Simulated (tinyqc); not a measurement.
Classical Heisenberg spin chain: exact results, Metropolis, heat-bath and over-relaxation steps, and a Monte Carlo run: one step, computed by the program tinyqc.

E = -J sum_i s_i . s_(i+1) for unit vectors s_i on an open chain; K = J/(k_B T).

Problem. Finite chain. For N spins, <|sum s|^2>/N = (1 + u)/(1 - u) - 2 u (1 - u^N)/(N (1 - u)^2); the long chain has (1 + u)/(1 - u), chi over the Curie value, and the difference is relative to it.

Inputs (values chosen for the exercise, for a model chain of large moments): temperature T = 28.5 K; length N of the open chain = 24.

u = 0.7369488

chi over the Curie value = 6.603082

Give: <|sum s|^2>/N; difference from the long chain.

Solution.

<|sum s|^2>/N = 5.716

difference from the long chain = -13.43 %
